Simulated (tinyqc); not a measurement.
# Electron-beam lithography: double-Gaussian proximity function, edge placement and dose correction for parallel lines, step by step

A worked calculation. Computed by tinyqc, a small Python program that keeps every step. Command: `OMP_NUM_THREADS=1 python tinyqc.py 3110107 3110108 out.jsonl proximity walk`. One thread of a shared host (Intel(R) Xeon(R) Processor @ 2.30GHz), about 0.01 s of CPU time with the checks. Intermediate numbers are printed to about 6 digits and carried at full precision; extremes and crossings named in words are read from the listed rows.

Lines are infinitely long. Absorbed energy is counted so that the middle of a very large area written at dose 1 receives 1; the resist develops where it exceeds 1/2.

Inputs (values chosen for the exercise, of the order of those for 50 keV electrons in resist on silicon):
```
quantity                              value               unit
forward range alpha                   0.015         micrometre
backscatter range beta                  9.3         micrometre
backscatter ratio eta                   1.1                  -
base dose D0                             31  microcoulomb/cm^2
beam current                             22                 nA
pixel size                               10                 nm
width of the test line                0.057         micrometre
pattern density around the test line   0.47                  -
```

line widths (micrometre): 0.04  3  0.089  0.073  0.032

gaps between the lines (micrometre): 1.8  0.91  1.6  6.4

Constants: e = 1.602176634e-19 C.

## Layout

The first line starts at x = 0; each next one starts after the width and the gap.

Lines (micrometre):
```
line  left edge   right edge       centre
1         0.000  4.00000e-02  2.00000e-02
2         1.840  4.84000e+00  3.34000e+00
3         5.750  5.83900e+00  5.79450e+00
4         7.439  7.51200e+00  7.47550e+00
5        13.912  1.39440e+01  1.39280e+01
```

## Interaction matrix

f(r) = [exp(-r^2/alpha^2)/alpha^2 + eta exp(-r^2/beta^2)/beta^2]/(pi (1 + eta)). A line from a to b at dose d gives E(x) = d [S(alpha) + eta S(beta)]/(1 + eta), S(s) = [erf((b - x)/s) - erf((a - x)/s)]/2. M_ij is the mean of E at the two edges of line i from line j at dose 1.

M:
```
          1         2         3         4         5
1  0.239328  0.083385  0.001923  0.001220  0.000109
2  0.001097  0.330221  0.002579  0.001874  0.000290
3  0.000864  0.088256  0.240923  0.002245  0.000473
4  0.000668  0.077818  0.002737  0.240415  0.000628
5  0.000136  0.026437  0.001316  0.001433  0.238504
```

## Dose correction

Uncorrected edge energies are M 1. Solve M d = 1/2 for the doses d that put the mean edge energy of every line at the threshold.

edge energies at dose 1: 1 0.325965, 2 0.336061, 3 0.332762, 4 0.322267, 5 0.267827

corrected doses: 1 1.55024, 2 1.48662, 3 1.50679, 4 1.57208, 5 1.91297

largest over smallest dose = 1.28679

Line 5 needs the most and line 2 the least; a narrow isolated line much wider than alpha would need 1 + eta = 2.10.

## Printed widths

Edges are the roots of E(x) = 1/2 between a line centre and the middle of the next gap. Three cases: dose 1 everywhere; one common dose equal to the mean of d; the corrected doses.

Width error, printed less drawn (nm):
```
line  drawn width (nm)    dose 1  mean dose  corrected
1                   40  -23.8390    1.63100   5.00e-06
2                 3000  -21.4650    2.76295   1.00e-06
3                   89  -22.0953    2.39235   6.00e-06
4                   73  -24.2219    1.21604   1.10e-05
5                   32   missing   -4.98493   3.00e-06
```

At dose 1, 1 of the 5 lines stay below the threshold. With the common mean dose the errors span 7.7 nm. With corrected doses the largest error is below 0.01 nm.

## Dose to size and latitude

A test line of width w << beta in surroundings of density rho, all at dose d: near its edge E(x) = d [S + eta rho]/(1 + eta), S = [erf((b - x)/alpha) - erf((a - x)/alpha)]/2 for edges a and b, the second term being the background energy. Dose to size d_s = (1 + eta)/(erf(w/alpha) + 2 eta rho), dose = d_s D0; edge slope d [1 - exp(-w^2/alpha^2)]/(sqrt(pi) alpha (1 + eta)); width change per 1 % of dose = 2 x 0.01 x (1/2)/slope.

dose to size d_s = 1.03245

dose = 32.0059 microcoulomb/cm^2

edge slope = 0.0184919 1/nm

width change per 1 % of dose = 0.540776 nm

background energy = 0.254179

The background supplies 51 % of the threshold.

## Shot noise and writing time

With dose = d_s D0: electrons per pixel N = dose x pixel area/e; relative noise 1/sqrt(N); time per cm^2 of pattern area = dose x density/current; pixel rate = current/(dose x pixel area).

electrons per pixel = 199.765

shot noise = 7.07522 %

writing time per cm^2 = 0.189934 h

pixel rate = 687.373 MHz

Checks made by the program: corrected edge energies (relative difference below 1e-10).
